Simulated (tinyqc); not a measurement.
Threshold of a short bulk MOSFET: charge sharing, barrier lowering, narrow width: effect of the body-source voltage.

n-channel device on a p-type body, depletion approximation, full ionisation. Uniform doping N = Na. Vbi from Boltzmann statistics is rough for the degenerate source. Cox = eps0 eox/tox.

ni = sqrt(Nc Nv) exp(-Eg/(2 Vt)), Eg in volts; 2 pB = 2 Vt ln(N/ni); flat band Vfb - Vt ln(N/Na); Wd = sqrt(2 eps0 eps_r (2 pB - Vbs)/(q N)); body term q N Wd/Cox; long-channel VT0 = flat band + 2 pB + body term; Vbi = Vt ln(N Nsd/ni^2); scale length l = sqrt((eps_r/eox) tox Wd). Charge sharing (trapezoid; it ignores Vds): F = (xj/L)(sqrt(1 + 2 Wd/xj) - 1), lowering = body term times F. Barrier lowering: th = exp(-L/(2 l)) + 2 exp(-L/l), lowering = th [2 (Vbi - 2 pB) + Vds], DIBL = th. Narrow width: rise = body term times xw Wd/W. VT by each model = VT0 - lowering + rise. DIBL under 0.001 mV/V is printed as 0.

Inputs (values chosen for the exercise); band and dielectric values close to those of silicon: temperature T = 250 K; band gap Eg = 1.13 eV; relative permittivity eps_r = 11.8; conduction-band density of states at T Nc = 2.15e19 cm^-3; valence-band density of states at T Nv = 2.05e19 cm^-3; relative permittivity of the gate insulator (close to hafnium oxide) eox = 21.7; insulator thickness tox = 8.1 nm; channel doping Na = 2.7e17 cm^-3; source and drain doping Nsd = 1e20 cm^-3; flat-band voltage for the doping Na Vfb = -0.79 V; junction depth xj = 18 nm; drain-source voltage Vds = 1.2 V; gate width W = 310 nm; shape factor of the fringing depletion at the width edges xw = 0.7854; channel length L = 150 nm.

Constants: q = 1.602176634e-19 C, kB = 1.380649e-23 J/K, Vt = kB T/q, eps0 = 8.8541878128e-14 F/cm where lengths are in cm. Results are converted to the units shown.

The same in every row: N (cm^-3) = 2.700e17.

Result of one run:

| Vbs (V) | VT0 (V) | L/l | F | DIBL (mV/V) | VT, charge sharing (V) | VT, barrier lowering (V) |
|---|---|---|---|---|---|---|
| -0.9 | 0.3245 | 7.359 | 0.2866 | 26.52 | 0.3163 | 0.3270 |

What becomes of these results when the body-source voltage Vbs is changed from -0.9 to -0.3 V, all else the same?

Result of the changed run:

| Vbs (V) | VT0 (V) | L/l | F | DIBL (mV/V) | VT, charge sharing (V) | VT, barrier lowering (V) |
|---|---|---|---|---|---|---|
| -0.3 | 0.2937 | 8.120 | 0.2520 | 17.84 | 0.2858 | 0.2955 |

The whole series:

| Vbs (V) | VT0 (V) | L/l | F | DIBL (mV/V) | VT, charge sharing (V) | VT, barrier lowering (V) |
|---|---|---|---|---|---|---|
| 0 | 0.2755 | 8.701 | 0.2298 | 13.23 | 0.2682 | 0.2772 |
| -0.3 | 0.2937 | 8.120 | 0.2520 | 17.84 | 0.2858 | 0.2955 |
| -0.6 | 0.3098 | 7.693 | 0.2705 | 22.27 | 0.3017 | 0.3119 |
| -0.9 | 0.3245 | 7.359 | 0.2866 | 26.52 | 0.3163 | 0.3270 |
| -1.2 | 0.3379 | 7.086 | 0.3009 | 30.60 | 0.3299 | 0.3412 |

As Vbs goes from 0 to -1.2, VT0 rises from 0.275 to 0.338 V, DIBL rises from 13.2 to 30.6 mV/V, F rises from 0.230 to 0.301 and VT by barrier lowering rises from 0.277 to 0.341 V. The apparent body effect -dVT/dVbs between the first two rows is 0.0607 by barrier lowering and 0.0587 by charge sharing, against 0.0608 for a long device.

Program tinyqc, `OMP_NUM_THREADS=1 python tinyqc.py 2002164 2002165 out.jsonl`; Intel Xeon 2.30GHz, shared host, one thread, about 0.01 s.
